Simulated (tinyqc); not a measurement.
Brillouin zone and empty-lattice bands of the fcc structure, step by step. Values are carried at full precision from step to step, so a last printed digit may differ when a step is redone from the rounded ones.

Primitive vectors a (0,1/2,1/2), a (1/2,0,1/2), a (1/2,1/2,0); one atom. Reciprocal vectors obey a_i.b_j = 2 pi delta_ij; k is given in units of 2 pi/a. Empty-lattice levels are c0 (2 pi/a)^2 |k + G|^2, c0 = hbar^2/2m0. Points: X = (1, 0, 0), L = (0.5, 0.5, 0.5), K = (0.75, 0.75, 0), W = (1, 0.5, 0), U = (1, 0.25, 0.25).

Constants: hbar^2/2m0 = 3.80998211 eV angstrom^2; a0 (Bohr radius) = 0.5291772105 angstrom.

Parameters, chosen for this exercise (out of a larger set: lattice near that of Cu; not measured data):
- a = 3.621 angstrom (lattice constant)
- Z = 1 (free electrons per atom)
- V1 = 1.14 eV (atomic form factor on the shell that bounds the zone)

## Reciprocal lattice

Give b1, b2, b3, the cell volume, the zone volume (2 pi)^3/V and the energy unit c0 (2 pi/a)^2.

b1, b2, b3 as rows (2 pi/a):
```
         1        2        3
1  -1.0000   1.0000   1.0000
2   1.0000  -1.0000   1.0000
3   1.0000   1.0000  -1.0000
```

cell volume = 11.869 angstrom^3
zone volume = 20.8984 1/angstrom^3
energy unit = 11.4716 eV

## Shells of G and Bragg planes

List the first six shells of G with their number, the structure factor |sum over atoms of exp(i G.tau)|/(atoms per cell), and the distance |G|/2 of the Bragg plane from Gamma.

Shells:

| \|G\|^2 ((2 pi/a)^2) | number | structure factor | \|G\|/2 (2 pi/a) |
|---|---|---|---|
| 3.0000 | 8 | 1.0000 | 0.8660 |
| 4.0000 | 6 | 1.0000 | 1.0000 |
| 8.0000 | 12 | 1.0000 | 1.4142 |
| 11.0000 | 24 | 1.0000 | 1.6583 |
| 12.0000 | 8 | 1.0000 | 1.7321 |
| 16.0000 | 6 | 1.0000 | 2.0000 |

No structure factor vanishes among these shells.

## The free-electron sphere

n = Z/V, kF = (3 pi^2 n)^(1/3), EF = c0 kF^2, rs = (3/(4 pi n))^(1/3)/a0; compare kF with |k| of the points on the zone surface.

n = 0.08425 1/angstrom^3
kF = 0.7816 2 pi/a
EF = 7.008 eV
rs = 2.674

Points:

| point | \|k\| (2 pi/a) | kF/\|k\| | lowest level (eV) | levels below EF |
|---|---|---|---|---|
| X | 1.0000 | 0.782 | 11.472 | 0 |
| L | 0.8660 | 0.903 | 8.604 | 0 |
| K | 1.0607 | 0.737 | 12.906 | 0 |
| W | 1.1180 | 0.699 | 14.340 | 0 |
| U | 1.0607 | 0.737 | 12.906 | 0 |

The sphere lies wholly inside the first zone; it comes closest to the surface at L (90 % of the way). Free electrons ignore the d bands of this metal.

## Empty-lattice levels at Gamma, W and K

Give the five lowest values of |k + G|^2 with their degeneracy (spin not counted).

Levels:

| point | \|k + G\|^2 | degeneracy | E (eV) |
|---|---|---|---|
| Gamma | 0.0000 | 1 | 0.000 |
| Gamma | 3.0000 | 8 | 34.415 |
| Gamma | 4.0000 | 6 | 45.887 |
| Gamma | 8.0000 | 12 | 91.773 |
| Gamma | 11.0000 | 24 | 126.188 |
| W | 1.2500 | 4 | 14.340 |
| W | 3.2500 | 4 | 37.283 |
| W | 5.2500 | 8 | 60.226 |
| W | 7.2500 | 12 | 83.169 |
| W | 9.2500 | 4 | 106.113 |
| K | 1.1250 | 3 | 12.906 |
| K | 2.1250 | 2 | 24.377 |
| K | 3.1250 | 1 | 35.849 |
| K | 4.1250 | 4 | 47.321 |
| K | 5.1250 | 2 | 58.792 |

The lowest level is 4-fold at W and 3-fold at K: as many zones meet there, and these are the lowest sets at these points on which a weak potential acts.

## The gap at L

At L two waves k and k - G with G = 2k are degenerate at E0. With V = |V1| x structure factor of G the levels are E0 -/+ V, and the masses normal to the face are 1/(1 -/+ 2 E0/V).

structure factor = 1.0000
E0 = 8.604 eV

levels (eV): 7.464  9.744

masses normal to the face, lower and upper (m0): -0.0710  0.0621

EF of the free sphere, 7.01 eV, lies below the gap: the surface bulges towards the face without touching it (EF = c0 (3 pi^2 n)^(2/3) for 1 electron a cell; its shift by the potential is neglected). The margin is small against the gap, so that shift, which lowers EF, could change this verdict. The noble metals have larger gaps at L, through their d bands, and necks there.

## Checks

- a_i.b_j/(2 pi) against the unit matrix: they agree to 1e-10 or better.

(tinyqc, `OMP_NUM_THREADS=1 python tinyqc.py 1881037 1881038 out.jsonl`, Intel(R) Xeon(R) Processor @ 2.30GHz, 1 thread, shared host, about 0.01 s.)
